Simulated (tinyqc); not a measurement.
# Voltage acceleration of oxide breakdown, four models on the same data, step by step

Program tinyqc, `OMP_NUM_THREADS=1 python tinyqc.py 2070155 2070156 out.jsonl`; Intel Xeon 2.30GHz, shared host, one thread, about 0.01 s. Printed values are rounded.

Field E = V/tox in MV/cm. Models: ln(t63/1 s) = a - c X with X = E (E model), -1/E (1/E model), ln V (power law, c the exponent n) or sqrt(E).

Values chosen for this exercise:

| symbol | value | unit | meaning |
|---|---|---|---|
| tox | 3.5 | nm | oxide thickness |
| Vu | 1.7 | V | use voltage |
| Ts | 373 | K | stress temperature |
| Tu | 328 | K | use temperature |
| Ea | 0.94 | eV | activation energy |
| ks | 4.2e-5 |  | factor for area and percentile |

Constants: q = 1.602176634e-19 C, kB = 1.380649e-23 J/K. Results are converted to the units shown.

Range of the model: All four laws are empirical fits; none is established far below the stress range.

## Fitting the models

```
stress  V (V)  t63 (s)
0        2.76  1.122e5
1        3.37       58
2        4.06  0.04983
```

The three stress times were made with the power model, c = 37.9, and are treated as data. For each model fit ln t63 on X by least squares over the three points.

```
model         c         a  largest misfit in ln t63 (0: below 0.002)
E       3.93032   42.3726                                   0.468791
1/E     358.738  -33.6621                                   0.464835
power   37.8989   50.1042                                   0.000000
sqrt E  24.4661   80.2135                                   0.234914
```

The worst misfit of any model is 0.47 in ln t63, a factor of 1.60 in time, comparable to the scatter of t63 from small samples, so such data hardly tell the models apart.

## Projection to use conditions

Project to Vu, multiply by exp[(Ea q/kB)(1/Tu - 1/Ts)] and by ks; ten years are 3.15576e8 s. The largest voltage for ten years solves the same relation for V.

temperature factor = 55.2695

```
model   lifetime (years)  largest voltage for ten years (V)
E               0.950778                            1.49046
1/E            2.10597e7                            2.11743
power            781.366                            1.90719
sqrt E           19.2962                            1.74170
```

The lifetimes span 7.35 decades, from the E model (most cautious) to the 1/E model; the allowed voltage spans 1.49 to 2.12 V. 3 of the four models pass ten years at Vu. Lifetimes beyond a thousand years are formal extrapolations.
